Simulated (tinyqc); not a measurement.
From results back to parameters: statistics of electrons in three, two and one dimensions. Two cases, with inputs chosen for the exercise.

Problem. A sheet with one subband has n2 = (2/lambda^2) ln(1 + exp(eta)).

One band edge at E = 0, lambda = sqrt(4 pi c/(m1 kT)) with c = hbar^2/2m0. Densities with spin: n3 = (2/lambda^3) F_1/2(eta), n2 = (2/lambda^2) F_0(eta) with F_0 = ln(1 + exp(eta)), n1 = (2/lambda) F_-1/2(eta). F_j(eta) = (1/Gamma(j + 1)) integral_0^infinity x^j dx/(1 + exp(x - eta)), which tends to exp(eta) for eta << 0.

Constants: hbar^2/2m0 = 3.80998211 eV angstrom^2; kB = 8.617333262e-05 eV/K.

Find: n2 lambda^2/2; eta; EF above the subband edge.

Method. eta = ln(exp(n2 lambda^2/2) - 1), with n2 in 1/angstrom^2.

Case 1.

Values chosen (out of a larger set: near those of Ge, lowest valleys alone; not measured data): m1 = 0.0766 m0 (mass of one isotropic band with spin); T = 300 K.

n2 = 9.91727e+11 1/cm^2

Solution.

n2 lambda^2/2 = 1.1989
eta = 0.840
EF above the subband edge = 21.72 meV

Case 2.

Values chosen (out of a larger set: near those of InP, lowest valleys alone; not measured data): m1 = 0.0789 m0 (mass of one isotropic band with spin); T = 300 K.

n2 = 2.93154e+11 1/cm^2

Solution.

n2 lambda^2/2 = 0.3441
eta = -0.890
EF above the subband edge = -23.01 meV

Computed by tinyqc, one run a case: `OMP_NUM_THREADS=1 python tinyqc.py N N+1 out.jsonl` with N = 1680049, 1680070; one thread of a shared Intel(R) Xeon(R) Processor @ 2.30GHz, about 0.01 s a run at most.
